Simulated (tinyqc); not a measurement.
Both saturation currents from two open-circuit voltages.

Question. Without shunt, at open circuit JL = J01 (exp(Voc/Vt) - 1) + J02 (exp(Voc/(2 Vt)) - 1). Find J01, J02 and the mean ideality (Voc2 - Voc1)/(Vt ln(JL2/JL1)).

Parameters, values chosen for the exercise:

| symbol | value | unit | meaning |
|---|---|---|---|
| T | 323 | K | temperature |

Constants: q = 1.602176634e-19 C, kB = 1.380649e-23 J/K, Vt = kB T/q. Results are converted to the units shown.

photocurrents (mA/cm^2): [27.1, 2.71]
Voc (V): [0.96468443, 0.87798154]

Answer. The relation is linear in J01 and J02, so two light levels give two equations; series resistance plays no part at open circuit.

J01 = 1.600e-17 A/cm^2
J02 = 2.700e-10 A/cm^2
mean ideality = 1.353

Program tinyqc, `OMP_NUM_THREADS=1 python tinyqc.py 2280023 2280024 out.jsonl`; Intel Xeon 2.30GHz, shared host, one thread, about 0.01 s.
